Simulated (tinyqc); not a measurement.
# Hot electrons in a saturated n-channel MOSFET, lucky-electron model: effects of single changes

Beyond pinch-off the lateral field grows as Esat cosh(y/l) over the velocity-saturated region (pseudo-two-dimensional model). Impact ionisation in this region gives the substrate current, which biases the body forward through Rsub. Currents are per width. Local-field laws: they overstate ionisation when the field peak is narrower than an energy relaxation length.

Parameters, values chosen for the exercise; values close to those of silicon n-channel devices:
- L = 0.8 um (channel length)
- tox = 16 nm (oxide thickness)
- xj = 230 nm (junction depth)
- VT = 0.62 V (threshold)
- mu = 390 cm^2/(V s) (effective mobility)
- vs = 9.7e6 cm/s (saturation velocity)
- Ai = 2e6 1/cm (ionisation prefactor)
- Bi = 1.74 MV/cm (ionisation field)
- Rd = 400 ohm um (resistance of the lightly doped drain)
- Rsub = 2200 ohm um (substrate resistance)
- kb = 0.33 (fall of VT per volt of forward body bias)
- m = 3 (lifetime exponent)
- Hl = 2500 s uA/um (lifetime constant)
- Vd = 4.6 V (drain voltage)
- Vg = 2.5 V (gate voltage)

Constants: eps0 = 8.8541878128e-14 F/cm where lengths are in cm. Results are converted to the units shown.

Each table varies one quantity; the others keep the values above.

## Effect of the oxide thickness

Cox = 3.9 eps0/tox, l = sqrt(3 tox xj), Esat = 2 vs/mu. Overdrive g = Vg - VT + kb Vb; Vdsat = g Esat L/(g + Esat L); Id = Cox vs (g - Vdsat); dV = Vd - Id Rd - Vdsat; Em = sqrt((dV/l)^2 + Esat^2); Isub = Id (Ai/Bi) l Em exp(-Bi/Em). Vb = Rsub Isub is solved self-consistently. Lifetime tau = (Hl/Id)(Isub/Id)^(-m); 1 year = 3.15576e7 s.

Effect of the oxide thickness:
```
tox (nm)	Id (uA/um)	Em (MV/cm)	Isub (uA/um)	Isub/Id	tau (years)
8.9	228.91	0.41483	12.897	0.056339	0.0019352
11	184.48	0.37602	6.7939	0.036826	0.0085981
14	144.60	0.33583	3.0840	0.021327	0.056474
17	118.97	0.30646	1.5528	0.013052	0.29948
21	96.254	0.27735	0.69639	0.0072349	2.1733
26	77.723	0.25076	0.29090	0.0037427	19.441
32	63.143	0.22745	0.11676	0.0018491	198.45
```

As tox goes from 8.9 to 32 nm, Em falls from 0.415 to 0.227 MV/cm, Isub falls from 12.9 to 0.117 uA/um and tau rises from 0.00194 to 198 years. From the first row to the last, log10(tau) changes by 5.0: 4.5 from (Isub/Id)^(-m), which holds Em and l, and 0.56 from 1/Id.

## Effect of the junction depth

Same model as above.

Result of one run:
```
xj (nm)	Id (uA/um)	Em (MV/cm)	Isub (uA/um)	Isub/Id	tau (years)
120	127.0	0.4337	8.690	0.06843	0.001946
```

What becomes of these results when the junction depth xj is changed from 120 to 580 nm, all else the same?

Result of the changed run:
```
xj (nm)	Id (uA/um)	Em (MV/cm)	Isub (uA/um)	Isub/Id	tau (years)
580	126.3	0.2023	0.09032	7.152e-4	1715
```

The whole series:
```
xj (nm)	Id (uA/um)	Em (MV/cm)	Isub (uA/um)	Isub/Id	tau (years)
92	127.4	0.4942	14.23	0.1116	4.467e-4
120	127.0	0.4337	8.690	0.06843	0.001946
170	126.6	0.3655	4.115	0.03250	0.01823
230	126.4	0.3154	1.934	0.01529	0.1752
310	126.3	0.2728	0.8214	0.006501	2.282
420	126.3	0.2358	0.3033	0.002401	45.30
580	126.3	0.2023	0.09032	7.152e-4	1715
```

As xj goes from 92 to 580 nm, Em falls from 0.494 to 0.202 MV/cm, Isub falls from 14.2 to 0.0903 uA/um and tau rises from 4.47e-4 to 1710 years. From the first row to the last, log10(tau) changes by 6.6: 6.6 from (Isub/Id)^(-m), which holds Em and l, and under 0.005 from 1/Id. At xj = 92 nm Isub/Id passes 0.1, where multiplication of the secondary carriers, left out here, counts. At xj = 580 nm tau is a far extrapolation that only says that hot carriers are no limit.

## Effect of the drain voltage

Same model as above.

Result of one run:
```
Vd (V)	Id (uA/um)	Em (MV/cm)	Isub (uA/um)	Isub/Id	tau (years)
5.2	126.7	0.3717	5.274	0.04163	0.008668
```

What becomes of these results when the drain voltage Vd is changed from 5.2 to 3.23 V, all else the same?

Result of the changed run:
```
Vd (V)	Id (uA/um)	Em (MV/cm)	Isub (uA/um)	Isub/Id	tau (years)
3.23	126.3	0.1878	0.02710	2.146e-4	6.347e4
```

The whole series:
```
Vd (V)	Id (uA/um)	Em (MV/cm)	Isub (uA/um)	Isub/Id	tau (years)
2.9	126.3	0.1577	0.003892	3.082e-5	2.143e7
3.23	126.3	0.1878	0.02710	2.146e-4	6.347e4
3.56	126.3	0.2182	0.1147	9.082e-4	837.3
3.89	126.3	0.2489	0.3495	0.002767	29.60
4.21	126.3	0.2788	0.8286	0.006558	2.223
4.54	126.4	0.3097	1.718	0.01359	0.2499
4.87	126.5	0.3407	3.152	0.02491	0.04049
5.2	126.7	0.3717	5.274	0.04163	0.008668
```

As Vd goes from 2.9 to 5.2 V, Em rises from 0.158 to 0.372 MV/cm, Isub rises from 0.00389 to 5.27 uA/um and tau falls from 2.14e7 to 0.00867 years. The slope of ln(tau) against 1/Vd is 165 V between the first two rows and 118 V between the last two; ten years are last met at Vd = 3.89 V among the rows. For Vd = 2.9 to 3.23 V tau is a far extrapolation that only says that hot carriers are no limit.

tinyqc, about 0.01 s, one thread, Intel Xeon 2.30GHz (shared host): `OMP_NUM_THREADS=1 python tinyqc.py 2550066 2550067 out.jsonl`
